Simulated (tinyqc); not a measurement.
# Length offset and series resistance from crossing lines

Inverse problem. R_total = Rs + k (L - dL)/Vo with constant Rs, dL and k. Find k, dL and Rs.

R_total at (L, Vo) = (90, 0.35), (270, 0.35), (90, 0.99) and (270, 0.99), L in nm and Vo in V (ohm um): [464, 1286.8571, 226.10101, 517.01010]

Answer. At each overdrive R is a straight line in L with slope k/Vo; the two lines cross at L = dL, R = Rs.

k = 1.60 ohm um V/nm
dL = 9.50 nm
Rs = 96.0 ohm um

Numbers from tinyqc (`OMP_NUM_THREADS=1 python tinyqc.py 2282122 2282123 out.jsonl`; about 0.03 s on one thread of a shared Intel Xeon 2.30GHz).
